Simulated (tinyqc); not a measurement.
Inside a calculation. Model: abrupt p-n junction, non-linear Poisson equation by Newton steps.

tinyqc, about 0.02 s, one thread, Intel Xeon 2.30GHz (shared host): `OMP_NUM_THREADS=1 python tinyqc.py 2000091 2000092 out.jsonl` Printed values are rounded; ~0 in a residual or rate marks an entry under 1e-11 of the largest of its column.

One dimension, p side on the left, n side on the right; net doping C = -Na for x < 0 and +Nd for x > 0. The potential psi is counted from the intrinsic level, and the quasi-Fermi potentials are flat: 0 for holes and -V for electrons, so n = ni exp((psi + V)/Vt) and p = ni exp(-psi/Vt) (Boltzmann statistics, full ionisation, no current).

Values chosen for this exercise; band and dielectric values close to those of gallium nitride: temperature T = 300 K; band gap Eg = 3.38 eV; relative permittivity eps_r = 9.42; conduction-band density of states at T Nc = 2.28e18 cm^-3; valence-band density of states at T Nv = 4.6e19 cm^-3; acceptor density of the p side Na = 1.5e18 cm^-3; donor density of the n side Nd = 4.4e16 cm^-3; bias of the p side against the n side V = -0.5 V.

Constants: q = 1.602176634e-19 C, kB = 1.380649e-23 J/K, Vt = kB T/q, eps0 = 8.8541878128e-14 F/cm where lengths are in cm. Results are converted to the units shown.

## Intrinsic density, end potentials and Debye lengths

ni = sqrt(Nc Nv) exp(-Eg/(2 Vt)), Eg in volts; psi_p = -Vt ln(Na/ni), psi_n = Vt ln(Nd/ni) - V; Debye length sqrt(eps0 eps_r Vt/(q N)).

ni = 4.164817e-10 cm^-3
psi_p = -1.640340 V
psi_n = 2.049107 V
Debye length, p side = 2.995340 nm
Debye length, n side = 17.48902 nm

## Net doping on the mesh

x, node 0 to 14 (nm): -33.8  -25.3  -18  -11.8  -6.51  -1.95  1.95  8.43  19.2  37  66.7  116  198  334  559

C = -Na for x < 0 and +Nd for x > 0, taken at the nodes.

net doping C, node 0 to 14 (cm^-3): -1.5e18  -1.5e18  -1.5e18  -1.5e18  -1.5e18  -1.5e18  4.4e16  4.4e16  4.4e16  4.4e16  4.4e16  4.4e16  4.4e16  4.4e16  4.4e16

## Couplings between neighbouring nodes

a_i = eps0 eps_r/h_i for the interval from node i to i + 1, with h_i = x_(i+1) - x_i in cm.

coupling a_i, interval 0 to 13 (F/cm^2): 9.812523e-7  1.142554e-6  1.345265e-6  1.576681e-6  1.829089e-6  2.138627e-6  1.287137e-6  7.744331e-7  4.685756e-7  2.808298e-7  1.691814e-7  1.017152e-7  6.132827e-8  3.706953e-8

## Starting potential

The parabolas of an abrupt Na-Nd junction in the depletion approximation: psi_p + q Na (x + xp)^2/(2 eps0 eps_r) for -xp < x < 0, psi_n - q Nd (xn - x)^2/(2 eps0 eps_r) for 0 < x < xn, flat outside, with W = sqrt(2 eps0 eps_r (psi_n - psi_p)(1/Na + 1/Nd)/q), xp = W Nd/(Na + Nd), xn = W Na/(Na + Nd), psi_p = -Vt ln(Na/ni), psi_n = Vt ln(Nd/ni) - V.

psi at the start, node 0 to 14 (V): -1.640340  -1.640340  -1.640340  -1.640340  -1.634387  -1.577721  -1.487362  -1.330699  -1.078172  -0.682301  -0.081393  0.751481  1.681788  2.049107  2.049107

## Iteration 1: densities, residual and Jacobian diagonal

n_i = ni exp((psi_i + V)/Vt), p_i = ni exp(-psi_i/Vt), rho_i = p_i - n_i + C_i, g_i = (n_i + p_i)/Vt. Box widths w_i = (h_(i-1) + h_i)/2 in cm. Residual F_i = a_i (psi_(i+1) - psi_i) - a_(i-1) (psi_i - psi_(i-1)) + q rho_i w_i; Jacobian: a_(i-1) and a_i beside the diagonal, b_i = -a_(i-1) - a_i - q g_i w_i on it. The two end nodes are fixed.

```
node     n (cm^-3)     p (cm^-3)
0     4.607552e-46        1.5e18
1     4.607552e-46        1.5e18
2     4.607552e-46        1.5e18
3     4.607552e-46        1.5e18
4     5.800647e-46   1.191475e18
5     5.193003e-45   1.330892e17
6     1.711554e-43   4.038043e15
7     7.331696e-41   9.426643e12
8     1.280800e-36    5.396100e8
9     5.725585e-30      120.7096
10    7.122272e-20   9.703825e-9
11     6.986968e-6  9.891740e-23
12     2.970048e10  2.327009e-38
13          4.4e16  1.570756e-44
14          4.4e16  1.570756e-44
```

```
node  residual F (C/cm^2)  diagonal b (F/cm^2)
1                      ~0         -9.467839e-6
2                      ~0         -8.762784e-6
3             9.386004e-9         -8.262639e-6
4             6.991581e-8         -7.042471e-6
5            -3.039851e-9         -4.316615e-6
6             1.239536e-8         -3.438752e-6
7            1.302646e-12         -2.061620e-6
8            1.235011e-16         -1.243009e-6
9                      ~0         -7.494054e-7
10                     ~0         -4.500112e-7
11                     ~0         -2.708966e-7
12            4.741009e-9         -1.630455e-7
13           -2.252705e-8         -5.020449e-6
```

## Iteration 1: Newton step

Solve the tridiagonal system a_(i-1) d_(i-1) + b_i d_i + a_i d_(i+1) = -F_i for nodes 1 to 13, with d = 0 on fixed nodes. Each component d is damped to sign(d) Vt ln(1 + |d|/Vt) before it is added.

Newton step d, before damping, node 1 to 13 (V): 0.00007894  0.00065415  0.00419393  0.01546723  0.01771331  0.02394548  0.02491192  0.02651813  0.02917276  0.03360211  0.04095454  0.05318374  -0.00383738
psi after iteration 1, node 0 to 14 (V): -1.640340  -1.640261  -1.639694  -1.636453  -1.622264  -1.564230  -1.470414  -1.313254  -1.059921  -0.662772  -0.059863  0.776025  1.710678  2.045529  2.049107

## Course of the Newton iteration

Stop when the largest undamped |d| is below 1e-9 V, or after 80 iterations.

Course of the iteration:
```
iteration  largest |F| (C/cm^2)  largest |d| (V)  at node
1                       6.99e-8           0.0532       12
2                       2.42e-8           0.0260       12
3                       4.64e-9          8.33e-3       12
4                      2.23e-10          1.13e-3       12
5                      3.35e-12          2.39e-5       12
6                      1.74e-15          1.10e-8       12
7                       < 1e-20          < 1e-14       12
```

Converged in 7 iterations. Once the step is below 0.1 Vt, 3 more iteration(s) reach the threshold: near the solution the error is roughly squared each time.

## Converged densities, field and charge

converged psi, node 0 to 14 (V): -1.640340  -1.640234  -1.639466  -1.634808  -1.613967  -1.554621  -1.458057  -1.300538  -1.046587  -0.648364  -0.043532  0.795856  1.736999  2.044990  2.049107

n and p as above; field E_i = -(psi_(i+1) - psi_i)/h_i on each interval; charge on either side of the peak Q = eps0 eps_r |E|max (Gauss).

```
node     n (cm^-3)     p (cm^-3)
0     4.607552e-46        1.5e18
1     4.626405e-46   1.493887e18
2     4.765873e-46   1.450170e18
3     5.706800e-46   1.211069e18
4     1.277966e-45   5.408067e17
5     1.269052e-44   5.446055e16
6     5.317296e-43   1.299782e15
7     2.354476e-40   2.935399e12
8     4.345890e-36    1.590313e8
9     2.127795e-29      32.48118
10    3.080752e-19   2.243389e-9
11     3.888335e-5  1.777452e-23
12     2.513407e11  2.749784e-39
13     3.752132e16  1.841974e-44
14          4.4e16  1.570756e-44
```

field E, interval 0 to 13 (kV/cm): -0.1242  -1.0518  -7.5128  -39.3985  -130.1436  -247.6012  -243.0849  -235.7945  -223.7208  -203.6471  -170.2614  -114.7735  -22.6464  -0.1830
peak |E| = 247.6012 kV/cm
charge Q = 206.5153 nC/cm^2

## Check against the exact first integral and the depletion approximation

ni = sqrt(Nc Nv) exp(-Eg/(2 Vt)), Eg in volts. Exact first integral for an abrupt junction with thick neutral sides: psi_p = -Vt ln(Na/ni), psi_n = Vt ln(Nd/ni) - V, psi_j = (Nd psi_n + Na psi_p - Vt (Nd - Na))/(Na + Nd) at the junction, n_j = ni exp((psi_j + V)/Vt), p_j = ni exp(-psi_j/Vt), and E_j^2 = (2 q/(eps0 eps_r)) [Nd (psi_n - psi_j - Vt) + Vt (n_j + p_j)] (minority densities of the neutral sides neglected). Depletion approximation: Vbi = Vt ln(Na Nd/ni^2), W = sqrt(2 eps0 eps_r (Vbi - V)(1/Na + 1/Nd)/q), xp = W Nd/(Na + Nd), xn = W Na/(Na + Nd), peak field 2 (Vbi - V)/W, capacitance eps0 eps_r/W.

psi_j = -1.510822 V
exact field at the junction = 244.6221 kV/cm
Vbi = 3.189447 V
W = 299.7726 nm
peak field in the depletion approximation = 246.1497 kV/cm

The depletion approximation gives a peak field 0.62 % above the exact one, since it leaves out the Debye tails of the majority carriers at the edges of the depleted layer. The 15-node mesh above gave 247.6 kV/cm on the interval that holds the junction, 1.2 % above the exact value.
